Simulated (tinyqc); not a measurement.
# Two-mode optical phonons of a ternary alloy from two coupled oscillators, step by step

A worked calculation. Computed by tinyqc, a small Python program that keeps every step. Command: `OMP_NUM_THREADS=1 python tinyqc.py 3016086 3016087 out.jsonl twomode walk`. One thread of a shared host (Intel(R) Xeon(R) Processor @ 2.30GHz), about 0.01 s of CPU time with the checks. Intermediate numbers are printed to about 7 digits and carried at full precision; extremes and crossings named in words are read from the listed rows.

An alloy A(x)B(1-x)C has an A-C and a B-C bond oscillator. Each TO frequency moves linearly from the impurity mode (dilute end) to the TO of the pure crystal; each strength is proportional to the number of bonds.

Inputs (values chosen for the exercise, for a model alloy):
```
quantity                  value  unit
omega_TO of pure AC         488  1/cm
omega_LO of pure AC         527  1/cm
omega_TO of pure BC         280  1/cm
omega_LO of pure BC         330  1/cm
eps_inf of AC              11.2     -
eps_inf of BC               6.9     -
impurity mode of A in BC    488  1/cm
impurity mode of B in AC    286  1/cm
fraction x of A            0.44     -
damping gamma               2.3  1/cm
electron mass m*            0.1   m_0
```

Constants: e^2/(4 pi eps_0) = 14.39964548 eV angstrom; hbar^2/(2 m_0) = 3.80998212 eV angstrom^2; 1 THz = 33.35640952 1/cm; h x 1 THz = 4.135667696 meV.

## The two oscillators

omega_1 = (impurity mode of A) + x (omega_TO,AC - impurity mode of A); omega_2 = (impurity mode of B) + (1 - x)(omega_TO,BC - impurity mode of B); eps_inf = x eps_AC + (1 - x) eps_BC; strengths W_1 = x eps_AC (omega_LO,AC^2 - omega_TO,AC^2), W_2 = (1 - x) eps_BC (omega_LO,BC^2 - omega_TO,BC^2).

omega_1 (A-C, TO) = 488 1/cm

omega_2 (B-C, TO) = 282.64 1/cm

eps_inf = 8.792

W_1 = 195074.9 1/cm^2

W_2 = 117852 1/cm^2

## LO modes, coupled by the field

eps(omega) = eps_inf + W_1/(omega_1^2 - omega^2) + W_2/(omega_2^2 - omega^2) = 0 is the eigenproblem of the matrix [[omega_1^2 + W_1/eps_inf, sqrt(W_1 W_2)/eps_inf], [sqrt(W_1 W_2)/eps_inf, omega_2^2 + W_2/eps_inf]] for omega_LO^2. Uncoupled values keep the diagonal alone. eps_s = eps_inf + W_1/omega_1^2 + W_2/omega_2^2.

matrix (1/cm^2):
```
          1        2
1  260331.8  17245.7
2   17245.7  93289.8
```

lower LO mode = 302.5358 1/cm

upper LO mode = 511.9508 1/cm

uncoupled values (1/cm): 305.4338  510.2272

eps_s = 11.08641

The field pushes the upper mode up by 1.72 and the lower one down by 2.90 per cm; the lower LO stays between the two TO modes.

## Share of the polar coupling

The polar coupling of mode j is c_j = (u_j . sqrt(W))^2/(eps_inf^2 omega_j^2), u_j its eigenvector and omega_j here its LO frequency; the c_j add up to 1/eps_inf - 1/eps_s. Froehlich constant alpha_j = (e^2/(4 pi eps_0)) c_j k_j/(2 E_j), E_j = h c omega_j, k_j = sqrt(m* E_j/(hbar^2/(2 m_0))).

c_j, lower and upper mode: 0.01243647  0.01110278

share of the upper mode = 0.4716710

alpha_j, lower and upper mode: 0.07490068  0.05140374

The upper mode holds 47 % of the coupling, against 36 % of the ionic part of eps_s for the upper oscillator: the field moves strength to the higher mode.

## Reflectivity

With damping, each denominator is omega_j^2 - omega^2 - i gamma omega; R = |(sqrt(eps) - 1)/(sqrt(eps) + 1)|^2.

Spectrum:
```
omega (1/cm)      Re eps      Im eps           R
266             22.80878   0.8654888   0.4275722
283            -41.56783    164.9243   0.8286382
293            -9.439748    2.210626   0.8747239
303            0.2747868   0.5820658  0.09614610
309             2.618277   0.3504618  0.05783574
459             14.98373   0.2799216   0.3474413
488             8.047358    173.8068   0.8033646
500            -8.201071    1.585770   0.8886949
512           0.03680916   0.4020396   0.1985480
522             2.506365   0.2021809  0.05171569
563             5.820808  0.04335855   0.1713566
```

## Modes across the composition range

The formulas are those given above.

Frequencies (1/cm):
```
x     TO, A-C  TO, B-C  lower LO  upper LO  coupling share of the upper LO     eps_s
0.02      488   280.12  328.1840  489.5894                       0.0286695   9.65161
0.10      488   280.60  321.6605  495.2808                       0.1312040   9.92173
0.20      488   281.20  314.8357  501.2169                       0.2416321  10.26150
0.35      488   282.10  306.6066  508.3837                       0.3885463  10.77552
0.50      488   283.00  300.1096  514.0904                       0.5262694  11.29470
0.65      488   283.90  294.8702  518.7646                       0.6627468  11.81898
0.80      488   284.80  290.5838  522.6744                       0.8026602  12.34828
0.90      488   285.40  288.1501  524.9473                       0.8994664  12.70390
0.98      488   285.88  286.4092  526.6055                       0.9795619  12.98996
```

The upper LO moves from 489.6 to 526.6 and the lower from 328.2 to 286.4 per cm. At each dilute end one LO-TO pair closes onto an impurity mode. The upper LO shifts by +0.35 per cm for each per cent of x near the middle, which is how Raman spectra measure composition. Its share of the polar coupling passes one half between x = 0.35 and 0.5.

Checks made by the program: generalised Lyddane-Sachs-Teller relation (relative difference below 1e-10); sum of the couplings (relative difference below 1e-10).
